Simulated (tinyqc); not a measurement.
Width of the well: exciton in a hard-walled quantum well (variational).

Electron and hole in the lowest states cos(pi z/L) of a hard-walled well; relative motion in the plane exp(-rho/lam). E(lam) = c/(mu lam^2) - (q/eps) <1/r>, <1/r> = integral over k from 0 to infinity of F(kL) (1 + (k lam/2)^2)^(-3/2), F(x) = [3x + 8 pi^2/x - 32 pi^4 (1 - exp(-x))/(x^2 (x^2 + 4 pi^2))]/(x^2 + 4 pi^2); c = hbar^2/2m0, q = e^2/(4 pi eps0). E is counted from the subband edge.

Constants: hbar^2/2m0 = 3.80998211 eV angstrom^2; e^2/(4 pi eps0) = 14.39964547 eV angstrom.

Parameters, chosen for this exercise (out of a larger set: near those of GaN; not measured data): eps = 9.5 (dielectric constant); Ls = (5, 8, 19, 27, 72, 116, 193) angstrom (widths).

mu = 0.158630 m0
Ry* = 23.9144 meV
a* = 31.691 angstrom

The minimum for each width. The strength per area goes as |phi(0)|^2 = 2/(pi lam^2), listed relative to the strict two-dimensional value.

Results:
```
L (angstrom)  L/a*  lam (angstrom)  binding (meV)  in Ry*  strength
5             0.16            18.9          79.14   3.309     0.704
8             0.25            20.3          72.94   3.050     0.611
19            0.60            24.3          58.73   2.456     0.427
27            0.85            26.6          52.34   2.188     0.355
72            2.27            36.2          34.88   1.459     0.192
116           3.66            43.1          27.45   1.148     0.135
193           6.09            52.7          20.68   0.865     0.090
```

The binding falls from 3.31 to 0.86 Ry*. It drops below the bulk value Ry* between 116 and 193 angstrom, which is a failure of the trial function: it has no correlation along z, so it cannot reach the bulk limit. Even at L = 0.16 a* only 83 % of the two-dimensional limit is reached. With finite barriers the binding would peak at some width and fall again as the carriers leak out.

Program tinyqc; command `OMP_NUM_THREADS=1 python tinyqc.py 1281218 1281219 out.jsonl`; about 0.03 s on one thread of a shared Intel(R) Xeon(R) Processor @ 2.30GHz.
